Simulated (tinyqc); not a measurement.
Holstein polaron on two sites. Changing the hopping t. Computed by tinyqc, a small Python program. Command: `OMP_NUM_THREADS=1 python tinyqc.py 3001228 3001229 out.jsonl holstein sweep`. One thread of a shared host (Intel(R) Xeon(R) Processor @ 2.30GHz), about 0.02 s of CPU time with the checks.

One electron on sites 1 and 2: H = -t (c1+ c2 + c2+ c1) + hbar omega sum_i b_i+ b_i - g hbar omega sum_i n_i (b_i + b_i+). The symmetric phonon shifts the energy by -g^2 hbar omega/2 and drops out; with b = (b_1 - b_2)/sqrt(2) there remains H = -t sigma_x + hbar omega b+ b - (g hbar omega/sqrt(2)) sigma_z (b + b+). Parity splits it into blocks p = +1 and -1 over phonon numbers n. Zero-point energies are left out. Weights Z refer to mode b alone; the displaced symmetric mode multiplies the full zero-phonon weight by exp(-g^2/2).

Inputs (values chosen for the exercise, for a model dimer): phonon energy hbar omega = 134 meV; coupling g = 0.954.

Method. Block p: H_nn = n hbar omega - p t (-1)^n - g^2 hbar omega/2, H_(n,n+1) = -(g hbar omega/sqrt(2)) sqrt(n + 1). Use 60 levels in both blocks; Z = c_0^2 is the weight of n = 0 in the ground state c; the splitting is the lowest odd level less the lowest even one, which without coupling is the smaller of 2t and hbar omega; <sigma_x> = sum (-1)^n c_n^2 measures the kinetic energy.

One run for each value:
```
hopping t (meV)  splitting/(2t)  weight Z of n = 0 in mode b  <sigma_x>  mean phonon number in b
6.7                     0.40197                      0.66342    0.45180                  0.41931
13.0                    0.40057                      0.68914    0.49517                  0.38748
24.0                    0.39610                      0.73011    0.56366                  0.33653
45.0                    0.38146                      0.79434    0.66959                  0.25622
85.0                    0.34091                      0.87425    0.79925                  0.15596
300.0                   0.17661                      0.97831    0.96536                  0.02632
570.0                   0.10455                      0.99317    0.98902                  0.00821
1100.0                  0.05746                      0.99805    0.99685                  0.00233
```

Give the missing row, hopping t (meV) = 160.0.

Computed row:
```
hopping t (meV)  splitting/(2t)  weight Z of n = 0 in mode b  <sigma_x>  mean phonon number in b
160.0                   0.26484                      0.94147    0.90679                  0.07189
```

Interpolating between the two neighbouring rows (the first column on a logarithmic scale, the others too where they are positive) misses most in mean phonon number in b, by 11 %. Over the rows, splitting/(2t) falls from 0.402 to 0.0575 (exponent d ln y / d ln x -0.0053 between the first rows and -0.91 between the last); weight Z of n = 0 in mode b rises from 0.663 to 0.998 (exponent d ln y / d ln x 0.057 between the first rows and 0.0075 between the last); <sigma_x> rises from 0.452 to 0.997 (exponent d ln y / d ln x 0.14 between the first rows and 0.012 between the last). For t much below hbar omega the ratio tends to exp(-g^2) = 0.402; the first row has 0.402.

Caution (rows 85.0, 160, 300, 570, 1100): with hbar omega below 2t the lowest odd level starts as a one-phonon state, so the splitting here is a softened phonon and not a narrowed hopping.

Extremes, crossings and ranges named in words are read from the listed rows.
